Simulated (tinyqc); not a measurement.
# Vertical double-diffused power MOSFET, components of the on-resistance: what changes with what

Stripe cells of pitch Wp + a, two channels a cell. Current flows through the channels, spreads in the accumulation layer, passes the gap between the p bodies and spreads at 45 degrees into the drift layer below them. Low drain voltage, full ionisation.

Inputs (values chosen for the exercise); bulk values close to those of 4H silicon carbide:
```
symbol,value,unit,meaning
T,300,K,temperature
eps_r,9.51,,relative permittivity
Kc,23900,V/cm per (cm^-3)^(1/8),critical-field constant
BV,1200,V,rated breakdown voltage of the drift layer
mud,821,cm^2/(V s),drift mobility at 300 K
bt,2.2,,temperature exponent of the drift mobility
tox,68,nm,gate oxide thickness (eps_r 3.9)
Vov,14,V,gate overdrive
mch,16,cm^2/(V s),channel mobility
mac,53,cm^2/(V s),accumulation-layer mobility
Lc,0.8,um,channel length
Wp,4.1,um,"width of the p body in one cell, channels included"
a,3.2,um,gap between neighbouring p bodies
xp,0.6,um,depth of the p body
Nj,1,,doping of the gap over the drift doping
Vbi,2.97,V,built-in voltage of the body junction
Rs,0.48,mohm cm^2,substrate and contact resistance
```

Constants: q = 1.602176634e-19 C, eps0 = 8.8541878128e-14 F/cm where lengths are in cm. Results are converted to the units shown.

Each table varies one quantity; the others keep the values above.

## On-resistance against the rated breakdown voltage of the drift layer

Triangular field at breakdown with Ec = Kc N^(1/8): BV = eps0 eps_r Ec^2/(2 q N), so N = (eps0 eps_r Kc^2/(2 q BV))^(4/3); W = 2 BV/Ec; mu = mud (T/300 K)^(-bt); rho = 1/(q mu N); ideal resistance rho W. Pitch p = Wp + a, Cox = 3.9 eps0/tox; zero-bias depletion in the gap w0 = sqrt(2 eps0 eps_r Vbi/(q N Nj)), open gap g = a - 2 w0; R_ch = Lc p/(2 mch Cox Vov); R_acc = 0.6 a p/(4 mac Cox Vov), 0.6 being an empirical factor for current leaving the layer along its length; R_gap = (rho/Nj) xp p/g; spreading depth t = min(W, (p - g)/2); R_drift = (rho p/2) ln((g + 2 t)/g) + rho (W - t); R_on = the sum with Rs.

The same in every row: R_ch (mohm cm^2) = 2.5670; R_acc (mohm cm^2) = 0.92994.

On-resistance against the rated breakdown voltage of the drift layer:

| BV (V) | R_gap (mohm cm^2) | R_drift (mohm cm^2) | R_on (mohm cm^2) | ideal (mohm cm^2) | largest term |
|---|---|---|---|---|---|
| 300 | 0.013808 | 0.027875 | 4.0187 | 0.017053 | channel |
| 490 | 0.028030 | 0.081313 | 4.0863 | 0.058142 | channel |
| 800 | 0.058363 | 0.24878 | 4.2841 | 0.19803 | channel |
| 1300 | 0.12583 | 0.78243 | 4.8852 | 0.66659 | channel |
| 2100 | 0.28912 | 2.4912 | 6.7573 | 2.2108 | channel |
| 3500 | 0.83365 | 8.7398 | 13.550 | 7.9281 | drift |
| 5600 | 3.7634 | 28.446 | 36.187 | 25.673 | drift |

R_on rises from 4.02 to 36.2 mohm cm^2. The channel term is the largest at BV = 300, the drift term from 3500 on. R_on is 236 times the ideal drift resistance in the first row and 1.41 times in the last. The ideal resistance goes as BV^(2.50), and R_on as BV^(2.09) between the last two rows.

## On-resistance against the gap between neighbouring p bodies

Same model as above.

The same in every row: ideal (mohm cm^2) = 0.5457.

On-resistance against the gap between neighbouring p bodies:

| a (um) | R_ch (mohm cm^2) | R_acc (mohm cm^2) | R_gap (mohm cm^2) | R_drift (mohm cm^2) | R_on (mohm cm^2) | largest term |
|---|---|---|---|---|---|---|
| 1.2 | 1.864 | 0.2532 | 0.7555 | 0.8671 | 4.220 | channel |
| 1.6 | 2.004 | 0.3631 | 0.3026 | 0.7551 | 3.905 | channel |
| 2.2 | 2.215 | 0.5518 | 0.1723 | 0.6921 | 4.112 | channel |
| 2.9 | 2.462 | 0.8081 | 0.1223 | 0.6565 | 4.528 | channel |
| 4 | 2.848 | 1.290 | 0.09025 | 0.6270 | 5.335 | channel |
| 5.5 | 3.376 | 2.102 | 0.07161 | 0.6058 | 6.635 | channel |
| 7.5 | 4.079 | 3.463 | 0.06005 | 0.5905 | 8.673 | channel |
| 10 | 4.958 | 5.613 | 0.05280 | 0.5798 | 11.68 | accumulation |
| 14 | 6.365 | 10.09 | 0.04699 | 0.5704 | 17.55 | accumulation |

What does the comparison show?

R_on goes from 4.22 through a minimum of 3.91 (at a = 1.6 among the rows listed) to 17.5 mohm cm^2. The channel term is the largest at a = 1.2, the accumulation term from 10 on. R_on is 7.73 times the ideal drift resistance in the first row and 32.2 times in the last. A narrow gap chokes the current while a wide one lengthens the pitch and so dilutes the channels, which gives the minimum.

Numbers from tinyqc (`OMP_NUM_THREADS=1 python tinyqc.py 2230101 2230102 out.jsonl`; about 0.01 s on one thread of a shared Intel Xeon 2.30GHz).
